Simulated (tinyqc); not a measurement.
# Resistance of a source-drain extension with a graded tip: abruptness at a fixed junction position

y runs along the channel, the gate covers y > 0. The doping is N0 for y < y0 and N0 10^(-(y - y0)/la) beyond, uniform over the depth xj. Sheet conductance s(y) = q mu(N) max(N - Nch, 0) xj + (for y > 0) ma Cox Vo, with mu(N) = u0 + (u1 - u0)/(1 + (N/Nr)^au) and Cox = eps0 eox/tox. Current is taken as one-dimensional; depletion of the tip, spreading and the contact are left out. The metallurgical junction lies at yj, where N = Nch.

R_spacer = integral of dy/s from -Ls to 0, R_ov from 0 to yj, R_channel = (Lg - 2 yj)/(ma Cox Vo), R_total = 2 R_spacer + 2 R_ov + R_channel. Electrical length L_eff = ma Cox dR_total/d(1/Vo); R_series = R_total - L_eff/(ma Cox Vo). y0 is moved with la so that yj stays at 13.052 nm.

Values chosen for this exercise; mobility law close to that of electrons in silicon: relative permittivity of the gate insulator (close to silicon dioxide) eox = 3.9; insulator thickness tox = 1.6 nm; active doping of the extension far from the gate N0 = 7.5e19 cm^-3; depth of the extension xj = 17 nm; channel doping Nch = 1.7e18 cm^-3; spacer length Ls = 22 nm; gate overdrive Vo = 0.47 V; mobility of the gate-induced layer ma = 140 cm^2/(V s); mobility at low doping u1 = 1414 cm^2/(V s); mobility at high doping u0 = 68.5 cm^2/(V s); reference doping Nr = 9.2e16 cm^-3; exponent au = 0.711; gate length Lg = 50 nm.

Constants: q = 1.602176634e-19 C, eps0 = 8.8541878128e-14 F/cm where lengths are in cm. Results are converted to the units shown.

The same in every row: yj (nm) = 13.05; R_channel (ohm um) = 168.3.

Result of one run:

| la (nm/decade) | R_spacer (ohm um) | R_ov (ohm um) | R_total (ohm um) | L_eff (nm) | R_series (ohm um) |
|---|---|---|---|---|---|
| 2.3 | 13.80 | 15.72 | 227.3 | 25.64 | 46.76 |

What becomes of these results when the lateral abruptness la is changed from 2.3 to 7.4 nm/decade, all else the same?

Result of the changed run:

| la (nm/decade) | R_spacer (ohm um) | R_ov (ohm um) | R_total (ohm um) | L_eff (nm) | R_series (ohm um) |
|---|---|---|---|---|---|
| 7.4 | 13.80 | 33.92 | 263.7 | 29.12 | 58.64 |

The whole series:

| la (nm/decade) | R_spacer (ohm um) | R_ov (ohm um) | R_total (ohm um) | L_eff (nm) | R_series (ohm um) |
|---|---|---|---|---|---|
| 1 | 13.80 | 11.08 | 218.0 | 24.75 | 43.73 |
| 2.3 | 13.80 | 15.72 | 227.3 | 25.64 | 46.76 |
| 3.6 | 13.80 | 20.36 | 236.6 | 26.53 | 49.79 |
| 4.9 | 13.80 | 25.00 | 245.9 | 27.41 | 52.82 |
| 6.1 | 13.80 | 29.28 | 254.4 | 28.23 | 55.61 |
| 7.4 | 13.80 | 33.92 | 263.7 | 29.12 | 58.64 |
| 8.7 | 13.93 | 38.44 | 273.0 | 30.00 | 61.76 |
| 10 | 14.78 | 42.41 | 282.6 | 30.85 | 65.42 |

As la goes from 1 to 10 nm/decade, R_total rises from 218 to 283 ohm um, R_spacer rises from 13.8 to 14.8 ohm um and R_ov rises from 11.1 to 42.4 ohm um. R_total changes on average by 7.18 ohm um for each nm/decade. L_eff exceeds the metallurgical length by 0.857 nm in the first row and 6.95 nm in the last, since the gate also controls the lightly doped tips.

tinyqc, about 0.03 s, one thread, Intel Xeon 2.30GHz (shared host): `OMP_NUM_THREADS=1 python tinyqc.py 2282129 2282130 out.jsonl`
